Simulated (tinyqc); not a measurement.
Inside a calculation: two-band tight binding of a puckered layer. Values are carried at full precision from step to step, so a last printed digit may differ when a step is redone from the rounded ones.

With X = kx ax/2 and Y = ky ay/2: h = t2 + 2 cos(Y) (t1 exp(iX) + t3 exp(-iX)) + t5 exp(2iX), d = 4 t4 cos(X) cos(Y), H = [[d, h], [h*, d]], E = d -/+ |h|.

Constants: hbar^2/2m0 = 3.80998211 eV angstrom^2.

Parameters, chosen for this exercise (near a published set for monolayer black phosphorus; not measured data): ax = 4.56 angstrom (period along x (armchair)); ay = 3.3 angstrom (period along y (zigzag)); t1 = -1.234 eV (along the zigzag); t2 = 3.662 eV (across the pucker); t3 = -0.188 eV (second in the sheet); t4 = -0.104 eV (same sublattice); t5 = -0.055 eV (far across); k = (0.5, 0.67) 1/angstrom (wave vector).

## One k point

Form X, Y, h, d and the levels.

X, Y (rad): 1.14000  1.10550

h = 3.1649-0.8946i eV
d = -0.0779 eV

levels (eV): -3.3669  3.2110

## Expansion about Gamma

h = h0 + i chi kx + gx kx^2 + gy ky^2 and d = 4 t4 + ex kx^2 + ey ky^2, with h0 = t2 + 2 t1 + 2 t3 + t5, chi = ax (t1 - t3 + t5), gx = -ax^2 ((t1 + t3)/4 + t5/2), gy = -ay^2 (t1 + t3)/4, ex = -t4 ax^2/2, ey = -t4 ay^2/2. The gap is 2 h0.

h0 = 0.7630 eV
gap = 1.5260 eV
chi = -5.0206 eV angstrom

gx, gy, ex, ey (eV angstrom^2): 7.9639  3.8714  1.0813  0.5663

## Masses

Electrons: c/(ex + gx + chi^2/(2 h0)) along x, c/(ey + gy) along y; holes: the same with -ex and -ey; c = hbar^2/2m0. The coefficients stand in the order gx, gy, ex, ey.

masses (m0):
```
               x       y
electron  0.1490  0.8586
hole      0.1628  1.1528
```

density-of-states mass sqrt(mx my) (m0): electron 0.3577, hole 0.4332

my/mx: electron 5.76, hole 7.08

Along x the term chi^2/(2 h0) = 16.52 eV angstrom^2 couples the bands and makes both carriers light; along y it is absent.

## Checks

- Electron mass along x against a finite difference of the band: both 0.1490.

Run: tinyqc, `OMP_NUM_THREADS=1 python tinyqc.py 1480261 1480262 out.jsonl`; Intel(R) Xeon(R) Processor @ 2.30GHz, one thread, shared host; about 0.01 s of CPU time with all checks.
